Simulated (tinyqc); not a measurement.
What each parameter does: quantum well in an electric field by finite differences.

Finite differences on points z_i at the centres of cells of width h: H_ii = (c/h^2)(1/m_(i-1/2) + 1/m_(i+1/2)) + V_i, H_(i,i+1) = -(c/h^2)/m_(i+1/2), where m_(i+1/2) is the mean of the masses at the two points (the end values are repeated outwards), psi = 0 on the points beyond both ends, c = hbar^2/2m0. The field adds e F (z - z0) with z0 the middle of the structure; 1 kV/cm = 1e-5 eV/angstrom.

Constants: hbar^2/2m0 = 3.80998211 eV angstrom^2.

Values chosen for the exercise (near those of a non-polar GaN well in AlGaN; shifted at random, so the results belong to these values and not to a real crystal):

| symbol | value | unit | meaning |
|---|---|---|---|
| Lw | 54 | angstrom | well width |
| Lb | 27 | angstrom | each outer barrier |
| V0 | 0.3 | eV | barrier height |
| mw | 0.203 | m0 | mass in the well |
| mb | 0.224 | m0 | mass in the barriers |
| F | 92 | kV/cm | field along z |
| hf | 0.5625 | angstrom | cell width of the fine grid |

Three layers: barrier, well, barrier; fine grid. The Stark shift is E1(F) - E1(0).

One parameter was then changed.

Results before and after:

| case | E1 (eV) | E2 - E1 (meV) | Stark shift (meV) | <z - z0> (angstrom) |
|---|---|---|---|---|
| base | 0.0355 | 107.8 | -1.37 | -2.95 |
| changed | 0.0333 | 101.1 | -1.56 | -3.38 |

Which of these changes was made? (a) mw = 0.2334 m0; (b) V0 = 0.24 eV; (c) F = 138 kV/cm; (d) Lw = 45 angstrom; (e) Lb = 36 angstrom; (f) mb = 0.2688 m0.

Answer: (b) V0 = 0.24 eV. Of the candidates, run in turn, only this one gives the changed row.

All candidates:

| case | E1 (eV) | E2 - E1 (meV) | Stark shift (meV) | <z - z0> (angstrom) |
|---|---|---|---|---|
| base | 0.0355 | 107.8 | -1.37 | -2.95 |
| Lw = 45 angstrom | 0.0474 | 136.5 | -0.85 | -1.83 |
| Lb = 36 angstrom | 0.0355 | 107.4 | -1.38 | -2.98 |
| V0 = 0.24 eV | 0.0333 | 101.1 | -1.56 | -3.38 |
| mw = 0.2334 m0 | 0.0327 | 99.6 | -1.40 | -3.03 |
| mb = 0.2688 m0 | 0.0340 | 105.3 | -1.43 | -3.08 |
| F = 138 kV/cm | 0.0338 | 109.6 | -3.05 | -4.37 |

tinyqc: `OMP_NUM_THREADS=1 python tinyqc.py 1280152 1280153 out.jsonl`; about 0.04 s, one thread, shared Intel(R) Xeon(R) Processor @ 2.30GHz.
